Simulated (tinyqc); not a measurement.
Lattice vibrations of a chain, step by step. One step of it, computed by the program tinyqc.

Question. Dynamical matrix at q = 0.14. q is in units of 2 pi/a. A spring k from atom i to atom j, n cells on, adds k to Phi_ii and Phi_jj, -k exp(2 pi i q n) to Phi_ij and the conjugate to Phi_ji (for one atom a cell: 2k (1 - cos 2 pi q n)); D_ij = Phi_ij / sqrt(m_i m_j).

A chain moving along its axis:
```
atom   mass (u)  spring to the next atom (eV/angstrom^2)
1     11.200000                                16.200000
2      1.300000                                 8.700000
3     79.600000                                20.600000
4     46.700000                                14.100000
```

Give: D(q).

Answer.

D(q) (eV/(angstrom^2 u)):
```
                 1        2        3                4
1           2.7054  -4.2456   0.0000  -0.3930+0.4750i
2          -4.2456  19.1538  -0.8552           0.0000
3           0.0000  -0.8552   0.3681          -0.3379
4  -0.3930-0.4750i   0.0000  -0.3379           0.7430
```
